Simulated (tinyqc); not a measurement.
From results back to parameters: eight-band Kane k.p model. Three cases, with inputs chosen for the exercise.

Problem. In the Kane model 1/m = A_r + Ep (Eg + 2 Dso/3)/(Eg (Eg + Dso)) and the Roth formula gives g* = 2 - 2 Ep Dso/(3 Eg (Eg + Dso)). The mass and the g factor below were computed from hidden Ep and Dso.

Case 1.

Values chosen (out of a larger set: near those of InAs; not measured data): Eg = 0.426 eV (gap at Gamma to the s-like level); A_r = 0 (remote-band term in 1/m).

m = 0.0230738 m0
g* = -14.60781

Case 2.

Values chosen (out of a larger set: near those of GaSb; not measured data): Eg = 0.786 eV (gap at Gamma to the s-like level); A_r = 0 (remote-band term in 1/m).

m = 0.0357364 m0
g* = -9.21015

Case 3.

Values chosen (out of a larger set: near those of InP; not measured data): Eg = 1.357 eV (gap at Gamma to the s-like level); A_r = 1 (remote-band term in 1/m).

m = 0.0608231 m0
g* = 1.19469

Find: X; Y; Ep; Dso.

Solution. Let X = 1/m - A_r and Y = (2 - g*)/2. Then X + Y = Ep/Eg and X - 2 Y = Ep/(Eg + Dso).

Case 1.

X = 43.339
Y = 8.304
Ep = 22.00 eV
Dso = 0.397 eV

Case 2.

X = 27.983
Y = 5.605
Ep = 26.40 eV
Dso = 0.788 eV

Case 3.

X = 15.441
Y = 0.403
Ep = 21.50 eV
Dso = 0.112 eV

Computed by tinyqc, one run a case: `OMP_NUM_THREADS=1 python tinyqc.py N N+1 out.jsonl` with N = 1050674, 1050708, 1050725; one thread of a shared Intel(R) Xeon(R) Processor @ 2.30GHz, about 0.01 s a run at most.
